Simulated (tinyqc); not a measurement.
Deep-level transient spectroscopy: amplitude against reverse bias.

Schottky contact on an n-type layer with shallow donors Nd (all ionised) and a donor-like deep trap, neutral when filled and positive when empty; depletion approximation. Traps within lam of the depletion edge stay filled. A long pulse to Vp fills the traps beyond x1 = Wp - lam; back at Vr those between x1 and x2 = Wr - lam emit. A rate window reads S = C(t2) - C(t1).

lam = sqrt(2 eps0 eps_r (EF - ET)/(q Nd)), EF - ET = Et - (kB T/q) ln(Nc(T)/Nd), Nc(T) = Nc (T/300 K)^1.5. In the steady state at the band bending V, 2 eps0 eps_r V/q = Nd W^2 + Nt (W - lam)^2 (the second term only if W > lam). W(t)^2 = Wr^2 + (Nt/Nd)(x2^2 - x1^2) exp(-en t), C = eps0 eps_r/W; for small Nt, dC/C = -(Nt/2 Nd) G exp(-en t) with G = (x2^2 - x1^2)/Wr^2. Listed at t = 0.

Parameters, values chosen for the exercise; material values close to those of silicon: relative permittivity eps_r = 11.6; conduction-band density of states at 300 K Nc = 2.79e19 cm^-3; shallow donor density Nd = 9.7e14 cm^-3; built-in voltage Vbi = 0.54 V; depth of the trap below the conduction edge Et = 0.41 eV; trap density Nt = 2.1e12 cm^-3; reverse bias during the filling pulse Vp = 0 V; temperature of the transient T = 233 K.

Constants: q = 1.602176634e-19 C, kB = 1.380649e-23 J/K, eps0 = 8.8541878128e-14 F/cm where lengths are in cm. Results are converted to the units shown.

Result of one run:

| Wr (nm) | G | dC(0)/C (%) | 2 Nd \|dC\|/C (cm^-3) |
|---|---|---|---|
| 2251 | 0.5658 | -0.06119 | 1.187e12 |

Which reverse bias Vr gave this result: 3.3, 6.1, 11.6 or 17.2 V?

Vr = 3.3 V.

The whole series:

| Vr (V) | Wr (nm) | G | dC(0)/C (%) | 2 Nd \|dC\|/C (cm^-3) |
|---|---|---|---|---|
| 0.5 | 1172 | 0.2286 | -0.02474 | 4.799e11 |
| 3.3 | 2251 | 0.5658 | -0.06119 | 1.187e12 |
| 6.1 | 2960 | 0.6633 | -0.07173 | 1.391e12 |
| 8.9 | 3530 | 0.7148 | -0.07729 | 1.499e12 |
| 11.6 | 4003 | 0.7470 | -0.08077 | 1.567e12 |
| 14.4 | 4440 | 0.7710 | -0.08335 | 1.617e12 |
| 17.2 | 4838 | 0.7891 | -0.08531 | 1.655e12 |
| 20 | 5206 | 0.8035 | -0.08687 | 1.685e12 |

G rises from 0.229 to 0.804, since lam = 529 nm and x1 weigh less in a wider layer. The simple estimate 2 Nd |dC|/C reaches 22.9 % of the true Nt in the first row and 80.2 % in the last.

Numbers from tinyqc (`OMP_NUM_THREADS=1 python tinyqc.py 2050136 2050137 out.jsonl`; about 0.01 s on one thread of a shared Intel Xeon 2.30GHz).
